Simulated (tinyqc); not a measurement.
# Worked calculation: double-gate transistor, scale length and short-channel effects

tinyqc, about 0.01 s, one thread, Intel Xeon 2.30GHz (shared host): `OMP_NUM_THREADS=1 python tinyqc.py 2420067 2420068 out.jsonl` Printed values are rounded.

A body of thickness ts between two insulators of thickness ti and two tied gates. Below threshold the potential that source and drain add obeys Laplace's equation and vanishes on the gate. Its lowest mode decays along the channel as exp(-k y); k is the smallest positive root of the matching condition at the interface, and the scale length is Lambda = pi/k.

Values chosen for this exercise; permittivities: semiconductor close to that of silicon, insulator close to that of silicon nitride: temperature T = 400 K; relative permittivity of the semiconductor eps_r = 11.7; relative permittivity of the insulator ei = 7.14; insulator thickness ti = 3.4 nm; body thickness ts = 11.1 nm; channel length L = 38 nm; potential of the source Vbi = 0.99 V; potential of the barrier top at threshold sT = 0.47 V; long-channel threshold VTL = 0.42 V; long-channel body factor m = 1; drain voltage Vds = 1 V.

Constants: q = 1.602176634e-19 C, kB = 1.380649e-23 J/K, Vt = kB T/q. Results are converted to the units shown.

## Scan of the matching condition

k, point 0 to 7 (1/nm): 0.03  0.06  0.09  0.12  0.15  0.18  0.21  0.24

f(k) = ei cos(k ti) cos(k ts/2) - eps_r sin(k ti) sin(k ts/2).

f(k), point 0 to 7: 6.807222  5.833053  4.288263  2.285144  -0.030538  -2.490000  -4.913550  -7.123475

The first change of sign lies between k = 0.12 and 0.15 1/nm.

## Iteration 1: decay constant by Newton steps

k at the start = 0.12 1/nm

f(k) = ei cos(k ti) cos(k ts/2) - eps_r sin(k ti) sin(k ts/2); f' by a central difference with +/- 1e-5 1/nm; k(new) = k - f/f'.

f = 2.285144
f' = -72.86649 nm
k after iteration 1 = 0.1513607 1/nm

## Iteration 2: decay constant by Newton steps

As before.

f = -0.1403126
f' = -80.78051 nm
k after iteration 2 = 0.1496237 1/nm

## Course of the iteration: decay constant by Newton steps

Stop when k changes by less than 1e-10 1/nm, or after 30 iterations.

Course of the iteration:
```
iteration   k (1/nm)  |change| (1/nm)
1          0.1513607           0.0314
2          0.1496237          1.74e-3
3          0.1496208          2.92e-6
4          0.1496208         8.62e-12
```

Converged in 4 iterations. At the end the number of correct digits about doubles with each step.

## Scale length against simple estimates

k = 0.1496208 1/nm

Lambda = pi/k and l = 1/k. A parabolic potential across the structure gives l(parabolic) = sqrt((eps_r/(2 ei)) ts ti (1 + ei ts/(4 eps_r ti))).

Lambda = 20.99703 nm
l = 6.683562 nm
l(parabolic) = 6.806077 nm

The parabolic estimate is 1.8 % above l.

## Threshold shift, barrier position and swing

Along the channel psi(y) = s + a exp(y/l) + b exp(-y/l) with psi(0) = Vbi, psi(L) = Vbi + Vds and l = 1/k = Lambda/pi; with A = Vbi - s, B = A + Vds, x = exp(-L/l): a = (B - A x) x/(1 - x^2), b = (A - B x)/(1 - x^2). The minimum is s + 2 sqrt(a b), at y = (l/2) ln(b/a). The long-channel potential follows the gate as s = sT + (Vg - VTL)/m, and the threshold VT is the gate voltage at which the minimum equals sT. Swing = m Vt ln 10/g at threshold, g = d(minimum)/ds = 1 - (b x + a)/((1 + x) sqrt(a b)).

s at threshold = 0.3513989 V
a = 0.005554979 V
b = 0.6330462 V
position of the minimum = 15.82617 nm
VT = 0.3013989 V
swing = 91.17299 mV/decade

The threshold lies 119 mV below the long-channel value, and the barrier top sits at 0.42 L from the source.
